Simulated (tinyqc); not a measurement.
Out-diffusion of a doped substrate or buried layer into a growing epitaxial film: one step, computed by the program tinyqc. Command: `OMP_NUM_THREADS=1 python tinyqc.py 3015201 3015202 out.jsonl buried walk`. One thread of a shared host (Intel(R) Xeon(R) Processor @ 2.30GHz), about 0.01 s of CPU time with the checks.

x is counted from the original substrate surface into the film, whose surface moves as x = v t. Substrate dopant has one diffusivity; the dopant of the film is taken as uniform.

Question. Scales. D = D0 exp(-E/(k_B T)); growth time t = d/v; l = 2 sqrt(D t); growth number G = v t/l = d/l; 1 um = 1e-4 cm. Temperatures in kelvin are T(C) + 273.15.

Inputs (values chosen for the exercise, modelled on arsenic in silicon):
```
quantity,value,unit
prefactor D0,8.71,cm^2/s
activation energy E,4,eV
growth rate v,0.95,um/min
film thickness d,1.6,um
growth temperature T,1025,C
```

Film doping: same type as the substrate.

Constants: k_B = 8.617333262e-05 eV/K.

Give: diffusivity D; growth time t; length l; growth number G.

Answer.

diffusivity D = 2.576e-15 cm^2/s

growth time t = 1.684 min

length l = 0.01020 um

growth number G = 156.8

The surface outruns diffusion, so the film acts as an infinite medium.
